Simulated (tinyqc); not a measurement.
Which current rules in forward bias: trap-assisted generation and recombination current of an abrupt junction. Computed by tinyqc, a small Python program. Command: `OMP_NUM_THREADS=1 python tinyqc.py 3005030 3005031 out.jsonl junctionleak walk`. One thread of a shared host (Intel(R) Xeon(R) Processor @ 2.30GHz), about 0.01 s of CPU time with the checks.

Depletion approximation, flat quasi-Fermi levels across the depleted layer, long neutral regions with minority lifetimes tau_n and tau_p, full ionisation and Boltzmann statistics. Voltages in exponents stand for e V.

Inputs (values chosen for the exercise, with bands and screening modelled on GaP):
```
quantity                              value    unit
gap E_g                                2.24      eV
electron mass m_e                     0.486     m_0
valleys M_c                               3       -
hole mass m_h                         0.812     m_0
dielectric constant eps                11.1       -
acceptor density N_A                5.2e+15   cm^-3
donor density N_D                   6.5e+18   cm^-3
capture time tau_n                  1.5e-06       s
capture time tau_p                    6e-09       s
trap level E_t - E_i                      0      eV
electron diffusion coefficient D_n       15  cm^2/s
hole diffusion coefficient D_p          8.8  cm^2/s
temperature T                           250       K
tunnelling mass m_t                    0.27     m_0
```

Field enhancement: Hurkx tunnelling factor.

Constants: k_B = 8.617333262e-05 eV/K; m_0 = 9.1093837015e-31 kg; k_B = 1.380649e-23 J/K; h = 6.62607015e-34 J s; e = 1.602176634e-19 C; eps_0 = 8.8541878128e-12 F/m; hbar = 1.054571817e-34 J s.

Method:
- N_c = 2 M_c (2 pi m_e k_B T/h^2)^(3/2) and N_v = 2 (2 pi m_h k_B T/h^2)^(3/2), masses in units of m_0.
- n_i = sqrt(N_c N_v) exp(-E_g/2 k_B T); V_bi = (k_B T/e) ln(N_A N_D/n_i^2); diffusion saturation current J_d0 = e n_i^2 [sqrt(D_n/tau_n)/N_A + sqrt(D_p/tau_p)/N_D].
- W = sqrt(2 eps eps_0 (V_bi - V)(1/N_A + 1/N_D)/e), x_p = W N_D/(N_A + N_D), x_n = W - x_p, peak field F_m = 2 (V_bi - V)/W; reverse bias means V = -V_r.
- Both capture times are divided by 1 + Gamma, Gamma = 2 sqrt(3 pi) (F/F_G) exp((F/F_G)^2), F_G = sqrt(24 m_t (k_B T)^3)/(e hbar) (the low-field Hurkx form), F being the local field, linear in x from 0 at the edges to F_m.
- Potential from the p edge: phi = (V_bi - V) x^2/(x_p W) on the p side and (V_bi - V)[1 - (W - x)^2/(x_n W)] on the n side; p = N_A exp(-phi/k_B T), n = n_i^2 exp(V/k_B T)/p; U = (n p - n_i^2)/[tau_p (n + n_i exp(dE/k_B T)) + tau_n (p + n_i exp(-dE/k_B T))], dE = E_t - E_i, n1 = n_i exp(dE/k_B T), p1 = n_i exp(-dE/k_B T); J_t = e int U dx by the trapezoid rule on 400 intervals on each side.
- J_d = J_d0 (exp(V/k_B T) - 1). Ideality n = (e/k_B T) dV/d ln J, central difference of 1 mV. The rows stop just below the bias where n = 0.1 p or tau_p n = 0.1 tau_n p at the p edge, or the like at the n edge.

k_B T = 0.0215433 eV

n_i = 4.34809e-04 cm^-3

J_d0 = 1.85991e-38 A/cm^2

Forward characteristic:
```
V (V)  J_t (A/cm^2)  J_d (A/cm^2)  ideality of J_t  ideality of the sum
0.37     6.4216e-18    5.3501e-31           1.9840               1.9840
0.58     8.7337e-16    9.1575e-27           1.9832               1.9832
0.79     1.1959e-13    1.5674e-22           1.9795               1.9795
1.00     1.6557e-11    2.6829e-18           1.9742               1.9742
1.21     2.3307e-09    4.5922e-14           1.9659               1.9658
1.42     3.3749e-07    7.8602e-10           1.9509               1.9466
1.63     5.1793e-05    1.3454e-05           1.9166               1.6120
1.84     9.5549e-03    2.3028e-01           1.7947               1.0180
```

Diffusion overtakes recombination between 1.63 and 1.84 V, and the ideality of the sum goes from 1.98 to 1.02. The ideality of J_t alone lies between 1.79 and 1.98; it stays below 2 because the zone where n and p are alike widens as the field falls, and at the lowest bias the terms in n1 and p1 lower it too. Caution: one side is doped near or above its effective density of states, so Boltzmann statistics understate V_bi.

Extremes, crossings and ranges named in words are read from the listed rows.
